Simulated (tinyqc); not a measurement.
Voltage acceleration of oxide breakdown, four models on the same data: lifetime against voltage in four models.

Field E = V/tox in MV/cm. Models: ln(t63/1 s) = a - c X with X = E (E model), -1/E (1/E model), ln V (power law, c the exponent n) or sqrt(E).

a and c were fitted to stress data from 6.17 to 8.36 V. Project to Vu, multiply by exp[(Ea q/kB)(1/Tu - 1/Ts)] and by ks; ten years are 3.15576e8 s.

Inputs (values chosen for the exercise):
```
symbol    value  unit                         meaning
tox         7.1    nm                 oxide thickness
Ts          373     K              stress temperature
Tu          328     K                 use temperature
Ea         0.98    eV               activation energy
ks      0.00034        factor for area and percentile
```

Constants: q = 1.602176634e-19 C, kB = 1.380649e-23 J/K. Results are converted to the units shown.

| model | c | a |
|---|---|---|
| E | 4.21943 | 47.5654 |
| 1/E | 437.005 | -38.9946 |
| power | 43.1788 | 89.6756 |
| sqrt E | 27.0322 | 90.6906 |

Result of one run:

| log10 years, E | log10 years, 1/E | log10 years, power | log10 years, sqrt E |
|---|---|---|---|
| -0.4692 | 2.955 | 1.015 | 0.2234 |

Which use voltage Vu gave this result: 4.64, 5.23, 6.4 or 6.99 V?

Vu = 4.64 V.

The whole series:

| Vu (V) | log10 years, E | log10 years, 1/E | log10 years, power | log10 years, sqrt E |
|---|---|---|---|---|
| 2.88 | 4.073 | 20.70 | 9.959 | 6.591 |
| 3.47 | 2.550 | 12.75 | 6.464 | 4.282 |
| 4.05 | 1.054 | 7.185 | 3.565 | 2.196 |
| 4.64 | -0.4692 | 2.955 | 1.015 | 0.2234 |
| 5.23 | -1.992 | -0.3213 | -1.229 | -1.628 |
| 5.82 | -3.515 | -2.933 | -3.234 | -3.377 |
| 6.4 | -5.012 | -5.031 | -5.015 | -5.012 |
| 6.99 | -6.534 | -6.809 | -6.669 | -6.601 |

The four agree within 0.27 decades in the last row, inside the stress range, and part by 16.6 decades in the first. The local exponent -d ln t/d ln V is c E for the E model, which shrinks as V falls, constant for the power law, and c/E for the 1/E model, which grows as V falls.

Range of the model: All four laws are empirical fits; none is established far below the stress range.

Computed by the program tinyqc: `OMP_NUM_THREADS=1 python tinyqc.py 2070133 2070134 out.jsonl`, one thread of a shared Intel Xeon 2.30GHz, about 0.01 s for the whole run.
